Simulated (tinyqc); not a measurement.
CCSD on RHF in the 6-31g basis, for H2, spin multiplicity 1, step by step. One step of it, computed by the program tinyqc.

Question. Iteration 1: building the Fock matrix. J_ij = sum D_kl (ij|kl), K_ij = sum D_kl (ik|jl); F = H + J - 0.5 K; E = tr D H + tr D J / 2 - 0.25 tr D K + E_nn.

D at the start, order 1H 1s, 1H 2s, 2H 1s, 2H 2s:
$$\begin{pmatrix}
0.173255 & 0.176159 & 0.173255 & 0.176159 \\
0.176159 & 0.179113 & 0.176159 & 0.179113 \\
0.173255 & 0.176159 & 0.173255 & 0.176159 \\
0.176159 & 0.179113 & 0.176159 & 0.179113
\end{pmatrix}$$

core Hamiltonian H = T + V (hartree), order 1H 1s, 1H 2s, 2H 1s, 2H 2s:
$$\begin{pmatrix}
-0.971927 & -0.926832 & -0.829199 & -0.789255 \\
-0.926832 & -0.930416 & -0.789255 & -0.860683 \\
-0.829199 & -0.789255 & -0.971927 & -0.926832 \\
-0.789255 & -0.860683 & -0.926832 & -0.930416
\end{pmatrix}$$

Two-electron integrals (ij|kl) in chemists' order, unique and non-zero (hartree):
```
(11|11) 1.076566   (21|11) 0.578470   (21|21) 0.329423   (22|11) 0.587396
(22|21) 0.361304   (22|22) 0.453150   (31|11) 0.420741   (31|21) 0.238980
(31|22) 0.259935   (31|31) 0.211237   (32|11) 0.352368   (32|21) 0.213108
(32|22) 0.255806   (32|31) 0.194967   (32|32) 0.199622   (33|11) 0.670569
(33|21) 0.411816   (33|22) 0.500691   (33|31) 0.420741   (33|32) 0.444954
(33|33) 1.076566   (41|11) 0.444954   (41|21) 0.254228   (41|22) 0.280290
(41|31) 0.194967   (41|32) 0.177188   (41|33) 0.352368   (41|41) 0.199622
(42|11) 0.483693   (42|21) 0.299074   (42|22) 0.379523   (42|31) 0.232441
(42|32) 0.238221   (42|33) 0.483693   (42|41) 0.238221   (42|42) 0.334229
(43|11) 0.411816   (43|21) 0.253371   (43|22) 0.313863   (43|31) 0.238980
(43|32) 0.254228   (43|33) 0.578470   (43|41) 0.213108   (43|42) 0.299074
(43|43) 0.329423   (44|11) 0.500691   (44|21) 0.313863   (44|22) 0.411083
(44|31) 0.259935   (44|32) 0.280290   (44|33) 0.587396   (44|41) 0.255806
(44|42) 0.379523   (44|43) 0.361304   (44|44) 0.453150
```

nuclear repulsion = 0.72789162 hartree

Give: Coulomb J; exchange K; Fock matrix F; total energy of this density.

Answer.

Coulomb J (hartree), order 1H 1s, 1H 2s, 2H 1s, 2H 2s:
$$\begin{pmatrix}
1.4465 & 0.8524 & 0.7011 & 0.6845 \\
0.8524 & 0.9961 & 0.6845 & 0.8824 \\
0.7011 & 0.6845 & 1.4465 & 0.8524 \\
0.6845 & 0.8824 & 0.8524 & 0.9961
\end{pmatrix}$$

exchange K (hartree), order 1H 1s, 1H 2s, 2H 1s, 2H 2s:
$$\begin{pmatrix}
1.0682 & 0.8946 & 0.8742 & 0.8442 \\
0.8946 & 0.8492 & 0.8442 & 0.8308 \\
0.8742 & 0.8442 & 1.0682 & 0.8946 \\
0.8442 & 0.8308 & 0.8946 & 0.8492
\end{pmatrix}$$

Fock matrix F (hartree), order 1H 1s, 1H 2s, 2H 1s, 2H 2s:
$$\begin{pmatrix}
-0.0596 & -0.5217 & -0.5651 & -0.5269 \\
-0.5217 & -0.3589 & -0.5269 & -0.3936 \\
-0.5651 & -0.5269 & -0.0596 & -0.5217 \\
-0.5269 & -0.3936 & -0.5217 & -0.3589
\end{pmatrix}$$

total energy of this density = -1.122041 hartree
